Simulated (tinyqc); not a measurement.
Inside a calculation. Model: thermionic-field emission through a Schottky barrier, WKB.

Program tinyqc, `OMP_NUM_THREADS=1 python tinyqc.py 2640162 2640163 out.jsonl`; Intel Xeon 2.30GHz, shared host, one thread, about 0.02 s. Printed values are rounded.

Metal on an n-type semiconductor with one parabolic valley; V > 0 is forward bias (metal positive). Energies E are counted from the conduction edge of the neutral semiconductor, whose Fermi level lies at -xi; that of the metal lies at -xi - V. The barrier is a parabola of height Vd = phi - xi - V (depletion approximation, no image force).

Parameters, values chosen for the exercise; band and dielectric values close to those of gallium arsenide: temperature T = 300 K; electron mass me = 0.0669 m0; relative permittivity eps_r = 13.1; barrier height seen from the metal phi = 0.72 eV; donor density Nd = 3.5e18 cm^-3; bias V = 0.28 V; points of the energy grid nE = 15; upper end of the energy grid Eb = 0.52 eV.

Constants: q = 1.602176634e-19 C, kB = 1.380649e-23 J/K, hbar = 1.054571817e-34 J s, h = 6.62607015e-34 J s, m0 = 9.1093837015e-31 kg, Vt = kB T/q, eps0 = 8.8541878128e-14 F/cm where lengths are in cm. Results are converted to the units shown.

Range of the model: The depletion approximation, a parabolic band and the neglect of image-force lowering make these currents estimates at high doping.

## Fermi level, barrier and E00

Nc = 2 (2 pi me m0 kB T/h^2)^1.5 (times 1e-6 for cm^-3); Nd = Nc F12(-xi/Vt), F12(x) = (2/sqrt(pi)) int_0^infinity sqrt(u)/(1 + exp(u - x)) du; E00 = (hbar/2) sqrt(Nd/(me m0 eps0 eps_r)) in SI units (volts). W = sqrt(2 eps0 eps_r Vd/(q Nd)).

Nc = 4.342214e17 cm^-3
xi = -0.1209180 eV
Vd = 0.5609180 V
W = 15.23300 nm
E00 = 37.10331 meV
E00/Vt = 1.435220

By a common rule of thumb, E00/Vt below 0.5 marks thermionic emission, 0.5 to 5 thermionic-field emission and above 5 field emission. By that rule alone: thermionic-field emission; with a high barrier, tunnelling near its top can carry most of the current even below 0.5.

## Current density on a coarse grid

For E < Vd, ln T(E) = -(Vd/E00) [sqrt(1 - y) - y ln((1 + sqrt(1 - y))/sqrt(y))], y = E/Vd; T(E) = 1 above. J = A* T (q/kB) int_0^infinity T(E) N(E) dE, N = ln[(1 + exp((-xi - E)/Vt))/(1 + exp((-xi - V - E)/Vt))], A* = 4 pi q me m0 kB^2/h^3 (times 1e-4 for A/(cm^2 K^2)). Simpson's rule on nE equally spaced points from 0 to Eb.

```
point	E (eV)	T(E)	N	T(E) N
0	0.0000000	2.719258e-7	4.684455	1.273824e-6
1	0.0371429	3.464660e-6	3.278458	1.135874e-5
2	0.0742857	2.167406e-5	1.956135	4.239739e-5
3	0.1114286	1.024403e-4	0.8934014	9.152034e-5
4	0.1485714	4.005403e-4	0.2949868	1.181541e-4
5	0.1857143	0.001351606	0.07840169	1.059682e-4
6	0.2228571	0.004032668	0.01920053	7.742938e-5
7	0.2600000	0.01080152	0.004597463	4.965960e-5
8	0.2971429	0.02623351	0.001094729	2.871859e-5
9	0.3342857	0.05814454	2.603247e-4	1.513646e-5
10	0.3714286	0.1180534	6.188507e-5	7.305742e-6
11	0.4085714	0.2198648	1.471037e-5	3.234293e-6
12	0.4457143	0.3751364	3.496661e-6	1.311725e-6
13	0.4828571	0.5834827	8.311541e-7	4.849641e-7
14	0.5200000	0.8174515	1.975646e-7	1.614995e-7
```

J = 575.7603 A/cm^2

The integrand peaks at E = 0.149 eV among these points, 0.26 of the barrier height. A converged quadrature gives 575.8 A/cm^2 (this grid is 0.012 % below that), of which 0.0051 % passes over the barrier.
